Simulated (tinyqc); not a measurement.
# Worked calculation: fully depleted semiconductor-on-insulator film with two gates, non-linear Poisson equation by Newton steps

Program tinyqc, `OMP_NUM_THREADS=1 python tinyqc.py 2190141 2190142 out.jsonl`; Intel Xeon 2.30GHz, shared host, one thread, about 0.7 s. Printed values are rounded.

One dimension across the film, front interface at x = 0, back interface at x = ts. psi is counted from the intrinsic level, n = ni exp(psi/Vt) (source grounded), holes neglected, acceptors ionised. Gates act through Cox = eps0 eox/tox and Cbox = 3.9 eps0/tb with potentials G1 = Vg - (phiM - chi - Vt ln(Nc/ni)) and G2 = Vb - (phiB - chi - Vt ln(Nc/ni)). Classical Boltzmann densities, no interface charge, no depletion in the back plane.

Parameters, values chosen for the exercise; band and dielectric values those of a made-up semiconductor:
- T = 300 K (temperature)
- Eg = 0.907 eV (band gap)
- eps_r = 14.6 (relative permittivity)
- Nc = 2.38e19 cm^-3 (conduction-band density of states at T)
- Nv = 3.16e19 cm^-3 (valence-band density of states at T)
- chi = 4.5 eV (electron affinity)
- eox = 21.4 (relative permittivity of the gate insulator (close to hafnium oxide))
- tox = 12 nm (insulator thickness)
- ts = 25 nm (film thickness)
- tb = 26 nm (buried-oxide thickness (eps_r 3.9))
- Na = 1e15 cm^-3 (acceptor density of the film)
- phiM = 5.03 eV (work function of the front gate)
- phiB = 4.55 eV (work function of the back plane)
- Vb = 1.5 V (back-gate voltage)
- Vg = -0.2 V (front-gate voltage)

Constants: q = 1.602176634e-19 C, kB = 1.380649e-23 J/K, Vt = kB T/q, eps0 = 8.8541878128e-14 F/cm where lengths are in cm. Results are converted to the units shown.

## Capacitances and gate potentials

ni = sqrt(Nc Nv) exp(-Eg/(2 Vt)), Eg in volts; Cox, Cbox, G1, G2 as defined; Cs = eps0 eps_r/ts; a = eps0 eps_r/h with h = ts/9; coupling ratio of a depleted film Cs Cbox/(Cox (Cs + Cbox)).

ni = 6.60188e11 cm^-3
Cox = 1.57900 uF/cm^2
Cbox = 0.132813 uF/cm^2
Cs = 0.517085 uF/cm^2
a = 4.65376 uF/cm^2
G1 = -0.280164 V
G2 = 1.89984 V
coupling ratio = 0.0669230

## Iteration 1: density, residual and Jacobian diagonal

psi at the start, node 0 to 9 (V): 0.3  0.3  0.3  0.3  0.3  0.3  0.3  0.3  0.3  0.3

Nodes 0 to 9, h = ts/9, box widths w = h (h/2 at both ends), a = eps0 eps_r/h. F_i = a (psi_(i+1) - 2 psi_i + psi_(i-1)) - q w_i (n_i + Na); F_0 = a (psi_1 - psi_0) + Cox (G1 - psi_0) - q w_0 (n_0 + Na); F_9 = a (psi_8 - psi_9) + Cbox (G2 - psi_9) - q w_9 (n_9 + Na). Diagonal b_i = -2 a - q w_i n_i/Vt, with -a - Cox and -a - Cbox in place of -2 a at the ends.

```
node	n (cm^-3)	residual F (C/cm^2)	diagonal b (F/cm^2)
0	7.23512e16	-9.17710e-7	-6.29504e-6
1	7.23512e16	-3.26449e-9	-9.43208e-6
2	7.23512e16	-3.26449e-9	-9.43208e-6
3	7.23512e16	-3.26449e-9	-9.43208e-6
4	7.23512e16	-3.26449e-9	-9.43208e-6
5	7.23512e16	-3.26449e-9	-9.43208e-6
6	7.23512e16	-3.26449e-9	-9.43208e-6
7	7.23512e16	-3.26449e-9	-9.43208e-6
8	7.23512e16	-3.26449e-9	-9.43208e-6
9	7.23512e16	2.10846e-7	-4.84885e-6
```

## Iteration 1: Newton step

Solve a d_(i-1) + b_i d_i + a d_(i+1) = -F_i for all nodes. Each component d is damped to sign(d) Vt ln(1 + |d|/Vt) before it is added.

```
node	Newton step d, before damping (V)	psi after iteration 1 (V)
0	-0.372856	0.229273
1	-0.307156	0.233928
2	-0.248976	0.238892
3	-0.196758	0.244340
4	-0.149105	0.250567
5	-0.104740	0.258128
6	-0.062478	0.268236
7	-0.021186	0.284526
8	0.020240	0.314949
9	0.062910	0.331890
```

## Course of the Newton iteration

Stop when the largest undamped |d| is below 1e-9 V, or after 80 iterations.

Course of the iteration:
```
iteration	largest |F| (C/cm^2)	largest |d| (V)
1	9.18e-7	0.373
2	7.83e-7	0.359
3	6.57e-7	0.301
4	5.38e-7	0.238
5	4.26e-7	0.178
6	3.22e-7	0.125
7	2.26e-7	0.0790
8	1.41e-7	0.0428
9	6.98e-8	0.0176
10	2.06e-8	4.16e-3
11	1.77e-9	3.03e-4
12	1.09e-11	1.76e-6
13	3.75e-16	6.01e-11
```

Converged in 13 iterations.

## Electron sheet density, centroid and oxide fields

converged psi, node 0 to 9 (V): -0.144004  -0.097800  -0.051588  -0.005365  0.040867  0.087109  0.133360  0.179622  0.225900  0.272227

n_i = ni exp(psi_i/Vt); N_inv = sum w_i n_i with w = ts/9, halved at the ends; centroid sum w n x/N_inv; fields (G1 - psi_0)/tox and (G2 - psi_9)/tb.

n, node 0 to 9 (cm^-3): 2.51485e9  1.50208e10  8.97501e10  5.36461e11  3.20776e12  1.91878e13  1.14819e14  6.87357e14  4.11738e15  2.47105e16
N_inv = 4.80496e9 cm^-2
centroid = 24.0472 nm
field in the front oxide = -0.113467 MV/cm
field in the buried oxide = 0.626003 MV/cm

The centroid lies at 0.96 of the film, near the back interface. A 400-interval mesh gives N_inv = 3.872e9 cm^-2; this mesh is 24 % above it.
